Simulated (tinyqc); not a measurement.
Effective-mass impurity with a central-cell term, in a basis of Slater functions: one step, computed by the program tinyqc. Command: `OMP_NUM_THREADS=1 python tinyqc.py 3015524 3015525 out.jsonl centralcell walk`. One thread of a shared host (Intel(R) Xeon(R) Processor @ 2.30GHz), about 0.01 s of CPU time with the checks.

The envelope obeys H = -nabla^2 - (2/r) [Z + A exp(-kappa r)] in effective units, with kappa = a*/lambda; positive A deepens the well near the core.

Task: Matrices over the s basis. zeta_i = zeta_1 beta^(i-1), i = 1..n. For s functions exp(-zeta r), with s = zeta_i + zeta_j: S = 2/s^3, T = zeta_i zeta_j S, V = -2 Z/s^2, W = -2 A/(s + kappa)^2; each function is normalised by dividing by sqrt(S_ii S_jj).

Inputs (values chosen for the exercise, with mass and screening modelled on GaN): charge Z of the core = 1; central-cell strength A = -1.6; basis size n = 3; smallest exponent zeta_1 = 0.44 1/a*; ratio beta of exponents = 2.3.

Impurity: donor, one isotropic band.

kappa = 10.20342 1/a*

Give: exponents; overlap S; kinetic T; Coulomb V; central cell W.

Result:

exponents (1/a*): [0.44, 1.012, 2.3276]

overlap S:
$$\begin{pmatrix}
1.0000 & 0.7765 & 0.3911 \\
0.7765 & 1.0000 & 0.7765 \\
0.3911 & 0.7765 & 1.0000
\end{pmatrix}$$

kinetic T (Ry*):
$$\begin{pmatrix}
0.1936 & 0.34576 & 0.40057 \\
0.34576 & 1.024144 & 1.8291 \\
0.40057 & 1.8291 & 5.4177
\end{pmatrix}$$

Coulomb V (Ry*):
$$\begin{pmatrix}
-0.88 & -1.1275 & -1.0825 \\
-1.1275 & -2.024 & -2.5932 \\
-1.0825 & -2.5932 & -4.6552
\end{pmatrix}$$

central cell W (Ry*):
$$\begin{pmatrix}
0.0088761 & 0.027997 & 0.078850 \\
0.027997 & 0.088732 & 0.25230 \\
0.078850 & 0.25230 & 0.73110
\end{pmatrix}$$
